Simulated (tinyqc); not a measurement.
Strain-driven crossing of the Gamma and L valleys in a germanium-like crystal: one step. Electrons in the Gamma valley. Five cases, with inputs chosen for the exercise.

Task: Non-degenerate, parabolic: share = mG^(3/2)/(mG^(3/2) + (mL^(3/2)/4) sum_i exp(-(E_Li - E_Gamma)/kT)). Also the offset at which four equal L valleys hold half of the electrons, kT ln((mL/mG)^(3/2)), and the wavelength hc/E of the direct gap.

Constants: kB = 8.617333262e-05 eV/K; hc = 1239.841984 eV nm.

Give: (mL/mG)^(3/2); share in Gamma; offset for an even split; wavelength.

Case 1.

Values chosen (out of a larger set: near those of Ge, gaps at low temperature; not measured data):
- mG = 0.0413 m0 (mass at Gamma)
- mL = 0.565 m0 (density-of-states mass of the four L valleys together)
- T = 200 K (temperature)

Gamma edge = 0.722579 eV

L edges (eV): [111] 0.704681, [1-1-1] 0.704681, [-11-1] 0.704681, [-1-11] 0.704681

direct and indirect gap (eV): 0.550217  0.532319

Result:

(mL/mG)^(3/2) = 50.60
share in Gamma = 0.695 %
offset for an even split = 67.6 meV
wavelength = 2253 nm

With the L valleys as they lie here, Gamma must be 68 meV below the lowest of them to hold half of the electrons at 200 K; it lies 18 meV above. A direct gap alone is not enough.

Case 2.

Values chosen (out of a larger set: near those of Ge, gaps at low temperature; not measured data):
- mG = 0.0411 m0 (mass at Gamma)
- mL = 0.548 m0 (density-of-states mass of the four L valleys together)
- T = 300 K (temperature)

Gamma edge = 0.721164 eV

L edges (eV): [111] 0.704613, [1-1-1] 0.704613, [-11-1] 0.704613, [-1-11] 0.704613

direct and indirect gap (eV): 0.536459  0.519908

Result:

(mL/mG)^(3/2) = 48.69
share in Gamma = 1.07 %
offset for an even split = 100.4 meV
wavelength = 2311 nm

With the L valleys as they lie here, Gamma must be 100 meV below the lowest of them to hold half of the electrons at 300 K; it lies 17 meV above. A direct gap alone is not enough.

Case 3.

Values chosen (out of a larger set: near those of Ge, gaps at low temperature; not measured data):
- mG = 0.0389 m0 (mass at Gamma)
- mL = 0.557 m0 (density-of-states mass of the four L valleys together)
- T = 300 K (temperature)

Gamma edge = 0.880387 eV

L edges (eV): [111] 0.740567, [1-1-1] 0.740567, [-11-1] 0.740567, [-1-11] 0.740567

direct and indirect gap (eV): 0.868029  0.728209

Result:

(mL/mG)^(3/2) = 54.18
share in Gamma = 0.00826 %
offset for an even split = 103.2 meV
wavelength = 1428 nm

With the L valleys as they lie here, Gamma must be 103 meV below the lowest of them to hold half of the electrons at 300 K; it lies 140 meV above. A direct gap alone is not enough.

Case 4.

Values chosen (out of a larger set: near those of Ge, gaps at low temperature; not measured data):
- mG = 0.0412 m0 (mass at Gamma)
- mL = 0.574 m0 (density-of-states mass of the four L valleys together)
- T = 300 K (temperature)

Gamma edge = 0.830279 eV

L edges (eV): [111] 0.859072, [1-1-1] 0.677792, [-11-1] 0.677792, [-1-11] 0.677792

direct and indirect gap (eV): 0.783805  0.631318

Result:

(mL/mG)^(3/2) = 52.00
share in Gamma = 0.00703 %
offset for an even split = 102.1 meV
wavelength = 1582 nm

With the L valleys as they lie here, Gamma must be 95 meV below the lowest of them to hold half of the electrons at 300 K; it lies 152 meV above. A direct gap alone is not enough.

Case 5.

Values chosen (out of a larger set: near those of Ge, gaps at low temperature; not measured data):
- mG = 0.0413 m0 (mass at Gamma)
- mL = 0.557 m0 (density-of-states mass of the four L valleys together)
- T = 77 K (temperature)

Gamma edge = 0.658918 eV

L edges (eV): [111] 0.951269, [1-1-1] 0.435134, [-11-1] 0.435134, [-1-11] 0.951269

direct and indirect gap (eV): 0.460075  0.236291

Result:

(mL/mG)^(3/2) = 49.53
share in Gamma = 9.10e-15 %
offset for an even split = 25.9 meV
wavelength = 2695 nm

With the L valleys as they lie here, Gamma must be 21 meV below the lowest of them to hold half of the electrons at 77 K; it lies 224 meV above. A direct gap alone is not enough.

Computed by tinyqc, one run a case: `OMP_NUM_THREADS=1 python tinyqc.py N N+1 out.jsonl` with N = 1051339, 1051407, 1051453, 1051507, 1080015; one thread of a shared Intel(R) Xeon(R) Processor @ 2.30GHz, about 0.01 s a run at most.
